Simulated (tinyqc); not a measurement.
From results back to parameters: two-band massive Dirac model of the K valleys. Three cases, with inputs chosen for the exercise.

Problem. In the valley model H = [[D/2, a t (kx - i ky)], [a t (kx + i ky), -D/2 + lam sz]], sz = +/-1, a t is hbar v. The gaps of the two spins, A and B, are G = D - lam and D + lam, the band-edge mass of A is c (D - lam)/(a t)^2, c = hbar^2/2m0, and its Berry curvature at the edge is 2 (a t)^2/G^2 in size. The values below come from hidden D, lam and t.

Constants: hbar^2/2m0 = 3.80998211 eV angstrom^2.

Case 1.

Values chosen (out of a larger set: near those used for monolayer WS2; not measured data): a = 3.204 angstrom (lattice constant).

gaps (eV): A 1.4520, B 1.8880

mass of A = 0.304650 m0

Case 2.

Values chosen (out of a larger set: near those used for monolayer WS2; not measured data): a = 3.205 angstrom (lattice constant).

gaps (eV): A 1.5200, B 1.9800

mass of A = 0.344105 m0

Case 3.

Values chosen (out of a larger set: near those used for monolayer MoS2; not measured data): a = 3.201 angstrom (lattice constant).

gaps (eV): A 1.5910, B 1.7490

mass of A = 0.471613 m0

Find: D, lam, t; |Omega| at the A edge.

Solution. The mean of the gaps is D and half their difference lam; a t = sqrt(c G_A/m). The curvature 2 (a t)^2/G^2 equals 2c/(m G).

Case 1.

D, lam, t (eV): 1.670  0.218  1.330

|Omega| at the A edge = 17.226 angstrom^2

Case 2.

D, lam, t (eV): 1.750  0.230  1.280

|Omega| at the A edge = 14.569 angstrom^2

Case 3.

D, lam, t (eV): 1.670  0.079  1.120

|Omega| at the A edge = 10.155 angstrom^2

Computed by tinyqc, one run a case: `OMP_NUM_THREADS=1 python tinyqc.py N N+1 out.jsonl` with N = 1450042, 1450046, 1450068; one thread of a shared Intel(R) Xeon(R) Processor @ 2.30GHz, about 0.01 s a run at most.
